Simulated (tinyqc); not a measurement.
From results back to parameters: configuration-coordinate model of carrier capture at a defect. Two cases, with inputs chosen for the exercise.

Problem. For two parabolas of equal curvature the ionisation peak lies at ET + ER, the emission barrier is (ER + ET)^2/(4 ER), and the standard deviation of the band at T = 0 is sqrt(ER hw). The values come from hidden ET, ER and hw.

Find: ET, ER, hw; capture barrier.

Method. ER is the squared peak energy over four times the emission barrier; ET is the rest, hw = variance/ER, and the capture barrier is the emission barrier less ET.

Case 1.

ionisation peak = 0.8300 eV
emission barrier = 0.220801 eV
standard deviation at T = 0 = 0.088318 eV

Solution.

ET, ER, hw (eV): 0.050  0.780  0.010

capture barrier = 0.171 eV

Case 2.

ionisation peak = 0.9400 eV
emission barrier = 0.256860 eV
standard deviation at T = 0 = 0.097263 eV

Solution.

ET, ER, hw (eV): 0.080  0.860  0.011

capture barrier = 0.177 eV

Computed by tinyqc, one run a case: `OMP_NUM_THREADS=1 python tinyqc.py N N+1 out.jsonl` with N = 1451978, 1452207; one thread of a shared Intel(R) Xeon(R) Processor @ 2.30GHz, about 0.01 s a run at most.
